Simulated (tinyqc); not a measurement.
Shallow donor in an anisotropic valley (effective-mass theory): sweeps and comparisons. A value that a table varies takes the place of the one given here.

One valley: H = -c [(d2/dx2 + d2/dy2)/mt + (d2/dz2)/ml] - q/(eps r), c = hbar^2/2m0, q = e^2/(4 pi eps0). Trial function exp(-sqrt((x^2 + y^2)/a^2 + z^2/b^2)) with a > b: T = (c/3)(2/(mt a^2) + 1/(ml b^2)), V = -(q/eps) atan(u/b)/u, u = sqrt(a^2 - b^2). The central cell of the impurity is left out.

Constants: hbar^2/2m0 = 3.80998211 eV angstrom^2; e^2/(4 pi eps0) = 14.39964547 eV angstrom; Ry = 13.60569312 eV; a0 (Bohr radius) = 0.5291772105 angstrom.

Values chosen for the exercise (near those of 3C SiC; the results hold for these values, not for the real material):

| symbol | value | unit | meaning |
|---|---|---|---|
| mt | 0.243 | m0 | transverse mass |
| eps | 10.1 |  | dielectric constant |
| xs | (1.1, 2, 3.6, 4.4, 9, 15, 76, 210) |  | ratios ml/mt |
| ml | 0.687 | m0 | longitudinal mass |

## Mass anisotropy

mt and eps fixed, ml varied. Energies in units of Ry*(mt) = Ry mt/eps^2 and lengths in a*(mt) = a0 eps/mt; the last two columns use one mass, 3/(1/ml + 2/mt) or (ml mt^2)^(1/3).

Results:

| ml/mt | a/a* | b/a | binding | conductivity mass | density-of-states mass |
|---|---|---|---|---|---|
| 1.10 | 0.980 | 0.967 | 1.032 | 1.031 | 1.032 |
| 2.00 | 0.870 | 0.782 | 1.241 | 1.200 | 1.260 |
| 3.60 | 0.784 | 0.636 | 1.457 | 1.317 | 1.533 |
| 4.40 | 0.759 | 0.593 | 1.532 | 1.347 | 1.639 |
| 9.00 | 0.683 | 0.462 | 1.800 | 1.421 | 2.080 |
| 15.0 | 0.640 | 0.387 | 1.987 | 1.452 | 2.466 |
| 76.0 | 0.547 | 0.222 | 2.525 | 1.490 | 4.236 |
| 210 | 0.511 | 0.158 | 2.801 | 1.496 | 5.944 |

The binding grows from 1.03 to 2.80 Ry*(mt); for ml going to infinity the exact problem becomes two-dimensional, with 4 Ry*. The conductivity mass saturates at 1.5 and underbinds, by 12 % at ml/mt = 4.4; the density-of-states mass errs by +7 % there and by +112 % in the last row. With these mt and eps one unit is 32.41 meV.

## What each parameter does

The minimum of the trial energy. Each row changes one parameter from the base and keeps the others.

Results:

| case | E (meV) | a (angstrom) | b (angstrom) | b/a |
|---|---|---|---|---|
| base | -44.32 | 17.97 | 12.44 | 0.692 |
| ml = 0.859 m0 | -47.00 | 17.30 | 11.07 | 0.640 |
| mt = 0.267 m0 | -47.46 | 16.63 | 11.90 | 0.715 |
| eps = 11.1 | -36.69 | 19.75 | 13.67 | 0.692 |

The largest shifts from the base row, up to three for each result and ties (the steps differ in size, so this ranks the rows, not the parameters). E (meV): eps +7.63, mt -3.14, ml -2.68. a (angstrom): eps +1.78, mt -1.34, ml -0.67. b (angstrom): ml -1.37, eps +1.23, mt -0.54. b/a: ml -0.052, mt +0.023; unchanged at the printed digits by eps. eps only rescales the solution (E as 1/eps^2, lengths as eps), so b/a depends on ml/mt alone.

(tinyqc, `OMP_NUM_THREADS=1 python tinyqc.py 1280752 1280753 out.jsonl`, Intel(R) Xeon(R) Processor @ 2.30GHz, 1 thread, shared host, about 0.01 s.)
